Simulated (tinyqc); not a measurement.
Shockley-Read-Hall recombination through one deep level: sweeps and comparisons. A value that a table varies takes the place of the one given here.

One level at Et with degeneracy 1: tn = 1/(sn vth Nt), tp = 1/(sp_ vth Nt), n1 = Nc exp((Et - Eg)/kT), p1 = Nv exp(-Et/kT), ni^2 = n1 p1. Equilibrium n0 = Nm, p0 = ni^2/Nm; n = n0 + dn, p = p0 + dn. U = (n p - ni^2)/(tp (n + n1) + tn (p + p1)), lifetime dn/U; emission rates en = sn vth n1, ep = sp_ vth p1.

Constants: kB = 8.617333262e-05 eV/K.

Parameters, chosen for this exercise (gap and densities of states near those of Si at this temperature; the results hold for these values, not for the real material):

| symbol | value | unit | meaning |
|---|---|---|---|
| E1 | 0.282 | eV | level (+1/0) above Ev |
| E2 | 0.825 | eV | level (0/-1) above Ev |
| gm | 2 |  | degeneracy of the middle state, the others 1 |
| T | 450 | K |  |
| Eg | 1.095 | eV | gap |
| Nc | 4.92e+19 | 1/cm^3 | conduction-band density of states |
| Nv | 2.14e+19 | 1/cm^3 | valence-band density of states |
| Nd | 9.9e+15 | 1/cm^3 | ionised shallow donors minus acceptors |
| Et | 0.825 | eV | recombination level above Ev |
| Nt | 1.7e+16 | 1/cm^3 | defects |
| sn | 4e-14 | cm^2 | electron capture cross-section |
| sp_ | 8.9e-15 | cm^2 | hole capture cross-section |
| vth | 17000000 | cm/s | thermal velocity, both carriers |
| Nm | 1.7e+17 | 1/cm^3 | equilibrium electrons for the lifetime steps |
| dn | 1e+13 | 1/cm^3 | excess pairs |

## Charge state against the Fermi level (deep level with several charge states)

Energies from Ev. The defect has charge states +1, 0, -1 with weights 1, gm exp((EF - E1)/kT), exp((2 EF - E1 - E2)/kT); the shares are the weights over their sum. Boltzmann carriers: n = Nc exp((EF - Eg)/kT), p = Nv exp(-EF/kT). Neutrality: p - n + Nd + Nt <q> = 0.

Shares:

| EF (eV) | +1 | 0 | -1 | <q> |
|---|---|---|---|---|
| 0.066 | 0.992 | 0.008 | 0.000 | 0.992 |
| 0.153 | 0.933 | 0.067 | 0.000 | 0.933 |
| 0.241 | 0.590 | 0.410 | 0.000 | 0.590 |
| 0.328 | 0.132 | 0.868 | 0.000 | 0.132 |
| 0.416 | 0.016 | 0.984 | 0.000 | 0.016 |
| 0.504 | 0.002 | 0.998 | 0.000 | 0.002 |
| 0.591 | 0.000 | 0.999 | 0.001 | -0.001 |
| 0.679 | 0.000 | 0.989 | 0.011 | -0.011 |
| 0.766 | 0.000 | 0.902 | 0.098 | -0.098 |
| 0.854 | 0.000 | 0.486 | 0.514 | -0.514 |
| 0.942 | 0.000 | 0.089 | 0.911 | -0.911 |
| 1.029 | 0.000 | 0.010 | 0.990 | -0.990 |

How do the results move?

Where the levels are several kT apart the middle state rules between about E1 - kT ln gm = 0.255 and E2 + kT ln gm = 0.852 eV; its largest share listed is 0.999. Each step spreads from 10 % to 90 % over 4.4 kT = 0.170 eV.

## Defects against doping (deep level with several charge states)

Nt takes the listed multiples of |Nd|; the resistivity uses mobilities of 1000 (electrons) and 300 (holes) cm^2/(V s), chosen for the exercise, and e = 1.602176634e-19 C.

Neutral state:

| Nt/\|Nd\| | EF (eV) | n (1/cm^3) | p (1/cm^3) | rho (ohm cm) |
|---|---|---|---|---|
| 0.01 | 0.7649 | 9.89e+15 | 5.80e+10 | 0.631 |
| 0.10 | 0.7646 | 9.81e+15 | 5.85e+10 | 0.637 |
| 0.30 | 0.7639 | 9.62e+15 | 5.97e+10 | 0.649 |
| 0.60 | 0.7628 | 9.36e+15 | 6.13e+10 | 0.667 |
| 0.90 | 0.7617 | 9.11e+15 | 6.30e+10 | 0.685 |
| 1.10 | 0.7610 | 8.95e+15 | 6.42e+10 | 0.698 |
| 1.50 | 0.7597 | 8.64e+15 | 6.64e+10 | 0.722 |
| 3.00 | 0.7549 | 7.65e+15 | 7.51e+10 | 0.816 |
| 10.00 | 0.7379 | 4.93e+15 | 1.17e+11 | 1.27 |

How do the results move?

EF goes from 0.765 to 0.738 eV and the resistivity from 0.631 to 1.27 ohm cm, with a largest value of 1.27. The largest move of EF, -0.017 eV, comes between Nt/|Nd| = 3 and 10; the levels lie at 0.282 and 0.825 eV. A defect can take up to one carrier of either sign, so the doping can be cancelled no earlier than Nt = |Nd|, there only if EF lies well beyond the level that takes the carriers and otherwise at larger Nt (mean charge -0.05 in the last row).

## Lifetime against injection

Recombination:

| dn (1/cm^3) | lifetime (microsecond) | U (1/(cm^3 s)) |
|---|---|---|
| 1.0e+11 | 0.0004953 | 2.02e+20 |
| 1.0e+12 | 0.0004953 | 2.02e+21 |
| 1.0e+13 | 0.0004953 | 2.02e+22 |
| 1.0e+14 | 0.0004953 | 2.02e+23 |
| 1.0e+15 | 0.0004952 | 2.02e+24 |
| 1.0e+16 | 0.0004942 | 2.02e+25 |
| 1.0e+17 | 0.0004879 | 2.05e+26 |
| 1.0e+18 | 0.0004782 | 2.09e+27 |

What does this show, and why?

The lifetime falls from 0.0004953 to 0.0004782 microsecond; tn + tp = 0.0004753. At low injection it is tp (1 + n1/n0) + tn p1/n0 with n1/Nm = 0.27 and p1/Nm = 7.3e-08: re-emission lengthens it to 1.27 times the minority capture time. Auger and radiative paths are left out; they cut in at the highest injections, and in a doped direct-gap crystal the radiative one counts at all injections. dn = dp neglects trapped charge, which matters where the traps hold a charge comparable with dn, at low injection and with very unequal cross sections.

## Where a level does most harm

Et takes the values listed; G = Nt en ep/(en + ep) in a depleted region; the lifetime is for dn = 1e11 1/cm^3.

Results:

| Et (eV) | lifetime (microsecond) | G (1/(cm^3 s)) |
|---|---|---|
| 0.066 | 0.00237 | 1.70e+18 |
| 0.153 | 0.000599 | 1.60e+19 |
| 0.241 | 0.000411 | 1.55e+20 |
| 0.328 | 0.000391 | 1.46e+21 |
| 0.416 | 0.000389 | 1.40e+22 |
| 0.504 | 0.000389 | 6.53e+22 |
| 0.591 | 0.000389 | 1.31e+22 |
| 0.679 | 0.000391 | 1.37e+21 |
| 0.766 | 0.000412 | 1.45e+20 |
| 0.854 | 0.000614 | 1.50e+19 |
| 0.942 | 0.00257 | 1.55e+18 |
| 1.029 | 0.0209 | 1.65e+17 |

What does this show?

Generation peaks where en = ep, at Eg/2 + (kT/2) ln(sp_ Nv/(sn Nc)) = 0.502 eV; the largest value listed is at 0.504 eV, and G falls by a decade for each 0.089 eV away from the peak. The lifetime is within a factor 2 of its minimum, 0.000389 microsecond, from 0.153 to 0.854 eV: recombination tolerates a wide range of Et, generation a narrow one.

## What moves lifetime and leakage

G = Nt en ep/(en + ep). Each row changes one parameter from the base and keeps the others.

Results:

| case | lifetime (microsecond) | G (1/(cm^3 s)) |
|---|---|---|
| base | 0.0004953 | 3.17e+19 |
| Et = 0.865 eV | 0.0006875 | 1.13e+19 |
| sn = 8e-14 cm^2 | 0.0004953 | 3.17e+19 |
| sp_ = 1.78e-14 cm^2 | 0.0002476 | 6.34e+19 |
| Nt = 8.5e+15 1/cm^3 | 0.0009906 | 1.59e+19 |
| Nm = 5.1e+17 1/cm^3 | 0.0004243 | 3.17e+19 |
| dn = 3e+13 1/cm^3 | 0.0004953 | 3.17e+19 |

What can be read from the table?

The largest shifts from the base row, up to three for each result and ties (the steps differ in size, so this ranks the rows, not the parameters). lifetime (microsecond): Nt +0.000495, sp_ -0.000248, Et +0.000192; unchanged at the printed digits by sn and dn. G (1/(cm^3 s)): sp_ +3.17e+19, Et -2.04e+19, Nt -1.59e+19; unchanged at the printed digits by sn, Nm and dn.

(tinyqc, `OMP_NUM_THREADS=1 python tinyqc.py 1651170 1651171 out.jsonl`, Intel(R) Xeon(R) Processor @ 2.30GHz, 1 thread, shared host, about 0.01 s.)
